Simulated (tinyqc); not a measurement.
Lateral field, substrate current, probability of reaching the oxide barrier and hot-carrier lifetime of a silicon transistor (pseudo-two-dimensional and lucky-electron models): one step, computed by the program tinyqc.

Local-field models: a lucky carrier gains its energy at the peak field over a path free of collisions. Voltages are magnitudes.

Problem. Hot-carrier currents and lifetime. C_ox = 3.9 eps_0/t; F_sat = 2 v_s/mu; V_Dsat = V_ov F_sat L/(V_ov + F_sat L), V_ov = V_G - V_T; I_D/W = C_ox v_s (V_ov - V_Dsat). Scale length l = 0.22 t^(1/3) x_j^(1/2) (all in cm); F_m = sqrt(((V_D - V_Dsat)/l_e)^2 + F_sat^2), with l_e = l; length of the velocity-saturated region l_e ln((V_D - V_Dsat)/(l_e F_sat) + F_m/F_sat). Substrate current I_sub/I_D = (A_i/B_i)(V_D - V_Dsat) exp(-B_i/F_m); probability of reaching the oxide barrier exp(-phi_b/(e lambda F_m)); lifetime tau = (H/(I_D/W)) exp(phi_it/(e lambda F_m)).

Inputs (values chosen for the exercise, modelled on a silicon n-channel): channel length L = 780 nm; oxide thickness t = 21 nm; junction depth x_j = 140 nm; mobility mu = 380 cm^2/(V s); saturation velocity v_s = 0.84 1e7 cm/s; threshold voltage V_T = 0.65 V; gate voltage V_G = 2.2 V; drain voltage V_D = 4.5 V; ionisation prefactor A_i = 2.1e+06 1/cm; ionisation field B_i = 1.73 MV/cm; hot-carrier mean free path lambda = 7.9 nm; oxide barrier phi_b = 3.1 eV; interface-trap threshold phi_it = 3.8 eV; lifetime constant H = 20 s microampere/micrometre.

Drain: abrupt.

Constants: eps_0 = 8.8541878128e-12 F/m.

Give: I_sub/I_D; substrate current I_sub/W; probability of reaching phi_b; lifetime tau; exponent m = phi_it/(e lambda B_i).

Solution.

I_sub/I_D = 0.02148

substrate current I_sub/W = 1.426 microampere/micrometre

probability of reaching phi_b = 6.475e-06

lifetime tau = 6.908e+05 s

exponent m = phi_it/(e lambda B_i) = 2.780

Since both exponentials depend on 1/F_m, tau I_D scales about as (I_sub/I_D)^(-m) with m = 2.78, which lets I_sub serve as the monitor. The lifetime is 0.00219 times ten years (3.156e8 s).
